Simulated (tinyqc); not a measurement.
From results to parameters: Morse oscillator. Computed by the program tinyqc.

Problem. A Morse oscillator has levels we (n + 1/2) - wexe (n + 1/2)^2 with wexe = we^2/(4 De) and we = a sqrt(2 De/m) in atomic units (1 hartree = 219474.63 cm^-1 = 27.211386 eV, 1 u = 1822.888 electron masses). Find we, wexe, De and a.

spacings 0-1 and 1-2 (cm^-1): 1065.429442  1052.175544
reduced mass = 13.299991 u

Solution. The spacings are we - 2 wexe and we - 4 wexe, so their difference is 2 wexe; De = we^2/(4 wexe) and a = sqrt(2 m wexe).

we, wexe (cm^-1): 1078.683  6.627
De = 5.442 eV
a = 1.210 1/bohr
